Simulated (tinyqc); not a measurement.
# Zener tunnelling in a reverse-biased junction, two-band WKB: effects of single changes

Abrupt p-n junction, depletion approximation. Energies E are counted from the conduction-band edge of the neutral n side; its Fermi level lies at dn, that of the p side at dn - V, and the valence-band edge of the neutral p side at Em = dn + dp - V. Tunnelling needs 0 < E < Em. Two-band dispersion with equal masses m: inside the gap kappa = sqrt(m u (1 - u/Eg)/C), u the distance from a band edge, C = hbar^2/(2 m0).

Values chosen for this exercise; band and dielectric values close to those of gallium arsenide: temperature T = 300 K; band gap Eg = 1.43 eV; relative permittivity eps_r = 13.1; conduction-band density of states at 300 K Nc = 4.32e17 cm^-3; valence-band density of states at 300 K Nv = 9.07e18 cm^-3; band-edge mass of the two-band model m = 0.085 m0; acceptor density Na = 2.1e19 cm^-3; donor density Nd = 7.9e17 cm^-3; bias of the p side V = -2.5 V.

Constants: q = 1.602176634e-19 C, kB = 1.380649e-23 J/K, hbar = 1.054571817e-34 J s, h = 6.62607015e-34 J s, m0 = 9.1093837015e-31 kg, Vt = kB T/q, eps0 = 8.8541878128e-14 F/cm where lengths are in cm, hbar^2/(2 m0) = 0.0380998212 eV nm^2. Results are converted to the units shown.

Each table varies one quantity; the others keep the values above.

## Current against reverse bias

Nd = Nc F12(dn/Vt), Na = Nv F12(dp/Vt), F12(x) = (2/sqrt(pi)) int_0^infinity sqrt(u)/(1 + exp(u - x)) du; dn = EF - Ec on the n side, dp = Ev - EF on the p side (negative outside the bands); Vbi = Eg + dn + dp. W = sqrt(2 eps0 eps_r (Vbi - V)(1/Na + 1/Nd)/q), mean field F = (Vbi - V)/W, peak field 2 F. In a uniform field F the exponent is S = pi sqrt(m/C) Eg^1.5/(4 F). Transverse energy Et = C kt^2/m raises it to S (1 + 4 Et/Eg), so T = exp(-S) exp(-Et/Eb) with Eb = Eg/(4 S). KJ = (2 q^2/h) m/(4 pi C) (times 1e14 for A/cm^2 per eV^2). J = KJ exp(-S) Eb times the integral from 0 to Em of [f(E - dn) - f(E - dn + V)] [1 - exp(-min(E, Em - E)/Eb)] dE, f(x) = 1/(1 + exp(x/Vt)), with S and Eb from the mean field; J > 0 flows from p to n.

Current against reverse bias:

| V (V) | mean field (MV/cm) | S | J (A/cm^2) |
|---|---|---|---|
| -0.13 | 0.2931 | 68.43 | -1.593e-24 |
| -0.31 | 0.3089 | 64.95 | -1.391e-22 |
| -0.5 | 0.3246 | 61.80 | -5.627e-21 |
| -0.69 | 0.3397 | 59.06 | -1.263e-19 |
| -0.88 | 0.3541 | 56.66 | -1.863e-18 |
| -1.06 | 0.3672 | 54.63 | -1.767e-17 |
| -1.25 | 0.3806 | 52.71 | -1.474e-16 |
| -1.44 | 0.3935 | 50.98 | -9.908e-16 |
| -1.63 | 0.4060 | 49.41 | -5.566e-15 |

Read the table: what changes, and by how much?

|J| grows from 1.59e-24 to 5.57e-15 A/cm^2, a factor of 3.49e9. Of that, exp(-S) gives 1.82e8 (S falls from 68.4 to 49.4 as the field grows with the square root of Vbi - V); the rest, 19.2, comes from the wider energy window and from Eb.

## Effect of the band gap with the mass tied to it

Same model as above.

The mass follows the gap, m = 0.085 Eg/1.43 eV, as in a two-band model with a fixed matrix element; Nc, Nv and eps_r are held.

Effect of the band gap with the mass tied to it:

| Eg (eV) | Vbi (V) | mean field (MV/cm) | S | J (A/cm^2) | S at fixed m |
|---|---|---|---|---|---|
| 0.71 | 0.7841 | 0.4156 | 11.90 | -171.5 | 16.89 |
| 0.92 | 0.9941 | 0.4286 | 19.37 | -0.1008 | 24.15 |
| 1.12 | 1.194 | 0.4407 | 27.92 | -2.009e-5 | 31.55 |
| 1.33 | 1.404 | 0.4531 | 38.30 | -6.424e-10 | 39.71 |
| 1.53 | 1.604 | 0.4646 | 49.43 | -9.622e-15 | 47.79 |
| 1.74 | 1.814 | 0.4763 | 62.36 | -2.403e-20 | 56.53 |
| 1.94 | 2.014 | 0.4872 | 75.78 | -3.641e-26 | 65.06 |

S rises from 11.9 to 75.8, as Eg^(1.84), against Eg^(1.34) at fixed m; at a fixed field the powers would be 2 and 1.5, and the field grows with Vbi. |J| falls from 172 to 3.64e-26 A/cm^2.

## Exponent along the true band profile

Along the true parabolic profile the field at the point where the conduction edge stands at e = E + u is sqrt(2 q Nd e/(eps0 eps_r)) for e < a D and sqrt(2 q Na (D - e)/(eps0 eps_r)) above, D = Vbi - V, a = Na/(Na + Nd); S(E) = 2 int_0^Eg kappa(u) du/field.

Results:

| E (eV) | S(E) | S(E)/S of the mean field |
|---|---|---|
| 0.154 | 50.16 | 1.147 |
| 0.721 | 36.75 | 0.8407 |
| 1.004 | 33.32 | 0.7621 |
| 1.287 | 30.73 | 0.7029 |
| 1.57 | 28.68 | 0.6560 |
| 1.853 | 27.00 | 0.6175 |
| 2.137 | 25.58 | 0.5851 |
| 2.42 | 24.37 | 0.5575 |

Estimate the missing row, E = 0.438 eV.

Computed row:

| E (eV) | S(E) | S(E)/S of the mean field |
|---|---|---|
| 0.438 | 41.69 | 0.9535 |

With this row back in the table: S(E) falls from 50.2 to 24.4. The mean field gives S = 43.7 and the peak field 21.9; the smallest S(E) is 0.56 of the mean-field value, so the mean field understates the best transmission by a factor of 2.52e8.

Range of the model: Parabolic densities of states, no band tails and no gap narrowing, all of which matter at such doping.

Numbers from tinyqc (`OMP_NUM_THREADS=1 python tinyqc.py 2620065 2620066 out.jsonl`; about 0.01 s on one thread of a shared Intel Xeon 2.30GHz).
